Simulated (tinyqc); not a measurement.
Optical gain and spontaneous emission in a bulk direct-gap semiconductor: one step. Absorption of the empty crystal. Two cases, with inputs chosen for the exercise.

Problem. Evaluate at E for heavy and light holes.

Parabolic bands, vertical transitions, no excitons. For each hole band j: mr = me mj/(me + mj); joint density of states J_j(E) = (mr/c)^(3/2) sqrt(E - Eg)/(2 pi^2), both spins, c = hbar^2/2m0; averaged matrix element |e.p|^2 = m0 Ep/6; alpha_j(E) = 4 pi^2 alpha_f c Ep J_j/(3 nr E) in 1/angstrom (alpha_f the fine-structure constant, listed as alpha among the constants), times 1e8 for 1/cm.

Constants: hbar^2/2m0 = 3.80998211 eV angstrom^2; fine-structure constant alpha = 0.007297352564.

Give: mr, J and alpha of each hole band.

Case 1.

Values chosen (near those of GaAs; shifted at random, so the results belong to these values and not to a real crystal): Eg = 1.457 eV (direct gap); me = 0.066 m0 (electron mass); mhh = 0.502 m0 (heavy-hole mass); mlh = 0.08 m0 (light-hole mass); Ep = 24.8 eV (Kane energy); nr = 3.55 (refractive index); E = 1.508 eV (photon energy).

Solution.

mr, J and alpha of each hole band:
```
hole   mr (m0)  J (1/(eV angstrom^3))  alpha (1/cm)
heavy  0.05833              2.167e-05        3673.4
light  0.03616              1.058e-05        1793.3
```

The heavy-hole band gives 67 % of the total, 5467 1/cm.

Case 2.

Values chosen (near those of InP; shifted at random, so the results belong to these values and not to a real crystal): Eg = 1.325 eV (direct gap); me = 0.0813 m0 (electron mass); mhh = 0.588 m0 (heavy-hole mass); mlh = 0.0881 m0 (light-hole mass); Ep = 20.1 eV (Kane energy); nr = 3.47 (refractive index); E = 1.421 eV (photon energy).

Solution.

mr, J and alpha of each hole band:
```
hole   mr (m0)  J (1/(eV angstrom^3))  alpha (1/cm)
heavy  0.07142              4.029e-05        6008.8
light  0.04228              1.835e-05        2736.8
```

The heavy-hole band gives 69 % of the total, 8746 1/cm.

Computed by tinyqc, one run a case: `OMP_NUM_THREADS=1 python tinyqc.py N N+1 out.jsonl` with N = 1652012, 1652269; one thread of a shared Intel(R) Xeon(R) Processor @ 2.30GHz, about 0.08 s a run at most.
